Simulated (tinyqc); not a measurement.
Bulk resistivity and mean free path from two films.

Question. In the thick-film limit single-crystal films obey rho = rho0 (1 + 3 (1 - ps) lam/(8 d)). Find rho0, lam and the product rho0 lam.

Inputs (values chosen for the exercise):
```
symbol  value  unit                               meaning
ps          0        specular share of surface scattering
```

rho at d = 83 and 270 nm (uohm cm): [2.0442139, 1.8265917]

Solution. rho is a straight line in 1/d: the intercept is rho0 and the slope (3/8)(1 - ps) rho0 lam. Without ps only the product (1 - ps) lam could be found.

rho0 = 1.73 uohm cm
lam = 40.2 nm
rho0 lam = 69.5 uohm cm nm

Computed by the program tinyqc: `OMP_NUM_THREADS=1 python tinyqc.py 2100059 2100060 out.jsonl`, one thread of a shared Intel Xeon 2.30GHz, about 0.01 s for the whole run.
